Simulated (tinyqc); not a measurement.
Non-radiative capture by multiphonon emission, one effective mode: one step, computed by the program tinyqc.

The initial state (free carrier plus empty centre) lies dE above the final state; both have the same frequency and are displaced by dQ.

Problem. Geometry of the two curves. dQ = sqrt(2 S (hbar^2/u)/hbar omega); relaxation energy lambda = S hbar omega; phonons needed P = dE/hbar omega; classical barrier E_b = (dE - lambda)^2/(4 lambda); occupation n = 1/(exp(hbar omega/k_B T) - 1).

Inputs (values chosen for the exercise, for a model semiconductor):

| quantity | value | unit |
|---|---|---|
| energy released dE | 0.209 | eV |
| phonon energy hbar omega | 9.55 | meV |
| Huang-Rhys factor S | 8.23 | - |
| temperature T | 120 | K |

Centre: neutral.

Constants: hbar^2/u = 4.18015928e-03 eV angstrom^2; k_B = 8.617333262e-05 eV/K.

Give: dQ; lambda; P; classical barrier E_b; occupation n.

Solution.

dQ = 2.684 u^(1/2) angstrom

lambda = 0.07860 eV

P = 21.88

classical barrier E_b = 0.05409 eV

occupation n = 0.6587

dE exceeds lambda: the inverted case usual for deep centres, in which the curves cross on the far side of the initial minimum.
